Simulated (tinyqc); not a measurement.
From results back to parameters: thin (001) film in sp3s* tight binding with raised dangling bonds. Three cases, with inputs chosen for the exercise.

Problem. The gap of a passivated film (lowest level above mid-gap less highest below, mid-gap being half the lower bulk edge) belongs to a hidden number of planes between 6 and 45.

Planes alternate anion (a), cation (c) along [001], a/4 apart, starting with an anion; zero in-plane momentum; levels counted from the bulk Ev, the lower root of [[Epa, Vxx], [Vxx, Epc]]; no spin-orbit coupling. Block of s, pz, s*: from an anion to the cation above, Vss/2 (s,s), Vsapc/2 (s,z), -Vscpa/2 (z,s), Vxx/2 (z,z), Vxapc/2 (s*,z), -Vpaxc/2 (z,s*); to the cation below the same with the s-z and s*-z signs reversed. Block of u = (px + py)/sqrt2 and v = (px - py)/sqrt2: to the cation above (Vxx + Vxy)/2 for u and (Vxx - Vxy)/2 for v, to the cation below the reverse. Each surface atom has two dangling sp3 hybrids; raising both by dl adds (dl/2) [[1, t], [t, 1]] to its s, pz levels (t = -1 at the bottom face, +1 at the top) and dl to the one of u, v in whose plane the missing bonds lie (v for a bottom anion or a top cation, u for a top anion).

Find: N; thickness N a/4.

Case 1.

Values chosen (out of a larger set: near a published set for Si, fitted to gaps, whose masses and valley positions are rough; not measured data): p = (-4.182, 1.715, -4.182, 1.715, 6.761, 6.761, -8.312, 1.716, 4.627, 5.726, 5.726, 5.371, 5.371) eV (order Esa, Epa, Esc, Epc, Exa, Exc, Vss, Vxx, Vxy, Vsapc, Vscpa, Vxapc, Vpaxc); dp = 30 eV (value of dl for the passivated films); a = 5.434 angstrom (lattice constant).

edges (eV): Gamma 3.4320, Delta 1.2039

gap of the film = 1.4729 eV

Solution.

N = 15
thickness N a/4 = 20.38 angstrom

Computing the films in turn gives 1.4784, 1.4729 and 1.4262 eV for N = 14, 15 and 16; no other N in the range comes within 1 meV.

Case 2.

Values chosen (out of a larger set: near a published set for Ge, fitted to gaps, whose masses and valley positions are rough; the L valleys, lowest in Ge, lie off zero in-plane momentum and are not seen; not measured data): p = (-5.948, 1.619, -5.948, 1.619, 6.457, 6.457, -6.766, 1.62, 4.926, 5.446, 5.446, 5.253, 5.253) eV (order Esa, Epa, Esc, Epc, Exa, Exc, Vss, Vxx, Vxy, Vsapc, Vscpa, Vxapc, Vpaxc); dp = 30 eV (value of dl for the passivated films); a = 5.656 angstrom (lattice constant).

edges (eV): Gamma 0.8190, Delta 0.7730

gap of the film = 1.3941 eV

Solution.

N = 9
thickness N a/4 = 12.73 angstrom

Computing the films in turn gives 1.4234, 1.3941 and 1.2437 eV for N = 8, 9 and 10; no other N in the range comes within 1 meV.

Case 3.

Values chosen (out of a larger set: near a published set for Si, fitted to gaps, whose masses and valley positions are rough; not measured data): p = (-4.189, 1.712, -4.189, 1.712, 6.663, 6.663, -8.31, 1.708, 4.579, 5.719, 5.719, 5.361, 5.361) eV (order Esa, Epa, Esc, Epc, Exa, Exc, Vss, Vxx, Vxy, Vsapc, Vscpa, Vxapc, Vpaxc); dp = 30 eV (value of dl for the passivated films); a = 5.427 angstrom (lattice constant).

edges (eV): Gamma 3.4160, Delta 1.1630

gap of the film = 1.2359 eV

Solution.

N = 30
thickness N a/4 = 40.70 angstrom

Computing the films in turn gives 1.2452, 1.2359 and 1.2348 eV for N = 29, 30 and 31; no other N in the range comes within 1 meV.

Computed by tinyqc, one run a case: `OMP_NUM_THREADS=1 python tinyqc.py N N+1 out.jsonl` with N = 1481892, 1482215, 1482259; one thread of a shared Intel(R) Xeon(R) Processor @ 2.30GHz, about 0.4 s a run at most.
